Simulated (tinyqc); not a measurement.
Sweeping the field: donor near an oxide interface in a gate field (two-state model).

Interface at z = 0 (hard wall), donor at z = d, field F pulling electrons to the interface: potential e F z; 1 kV/cm = 1e-5 eV/angstrom, c = hbar^2/2m0, q = e^2/(4 pi eps0), Q = (eps - eo)/(eps + eo). Donor state: E_D = e F d - ED - q Q/(4 eps d), the last term joining the images of ion and electron. Interface state: z exp(-b z/2) exp(-rho^2/(2 L^2)) with E_z = c b^2/(4 mz) + 3 e F/b + q Q b/(8 eps), minimised over b; in the plane at z = 3/b the ion (distance D = d - 3/b) and its image (D' = d + 3/b) give E_rho = c/(mt L^2) - (q/eps)(sqrt(pi)/L)[erfcx(D/L) + Q erfcx(D'/L)], erfcx(x) = exp(x^2) erfc(x), minimised over L. E_I = E_z + E_rho.

The two states couple by t = t0 exp(-D/aD) with t0 = q/(eps aD) (2 aD/L) sqrt(aD b/2) v, v a valley factor; this form is an estimate. With detuning u = E_D - E_I the splitting is sqrt(u^2 + 4 t^2) and the lower state has weight (1 - u/sqrt(u^2 + 4 t^2))/2 on the donor.

Constants: hbar^2/2m0 = 3.80998211 eV angstrom^2; e^2/(4 pi eps0) = 14.39964547 eV angstrom.

Parameters, chosen for this exercise (near those of a donor in Si below SiO2, static dielectric constants; shifted at random, so the results belong to these values and not to a real crystal):
- d = 120 angstrom (depth of the donor)
- ED = 45.4 meV (bulk binding energy)
- mz = 0.91 m0 (mass across the interface)
- mt = 0.184 m0 (mass in the plane)
- eps = 11.3 (dielectric constant of the semiconductor)
- eo = 3.9 (dielectric constant of the oxide)
- aD = 18.2 angstrom (donor radius)
- v = 0.56 (valley factor)
- Fl = (54.831, 56.463, 57.115, 57.442, 57.768, 58.421, 60.053) kV/cm (fields)

Both levels, the splitting, the donor weight and the mean depth w d + (1 - w) 3/b.

Results:

| F (kV/cm) | E_D (meV) | E_I (meV) | splitting (meV) | donor weight | mean depth (angstrom) |
|---|---|---|---|---|---|
| 54.831 | 19.105 | 21.244 | 2.16 | 0.996 | 119.6 |
| 56.463 | 21.063 | 21.867 | 0.850 | 0.973 | 117.7 |
| 57.115 | 21.846 | 22.114 | 0.384 | 0.850 | 107.4 |
| 57.442 | 22.238 | 22.238 | 0.273 | 0.500 | 78.1 |
| 57.768 | 22.629 | 22.360 | 0.383 | 0.149 | 48.6 |
| 58.421 | 23.413 | 22.606 | 0.851 | 0.026 | 38.2 |
| 60.053 | 25.371 | 23.213 | 2.17 | 0.004 | 35.9 |

What can be read from this table?

E_D rises by 1.20 and E_I by 0.38 meV per kV/cm, so they cross once, near 57.4 kV/cm, where the splitting is 2t = 0.273 meV. The donor weight passes from 0.85 to 0.15 while the detuning goes from -2t to 2t, a window of 0.66 kV/cm or 1.2 % of the field; across the table the charge moves by 84 angstrom.

tinyqc: `OMP_NUM_THREADS=1 python tinyqc.py 1280519 1280520 out.jsonl`; about 0.1 s, one thread, shared Intel(R) Xeon(R) Processor @ 2.30GHz.
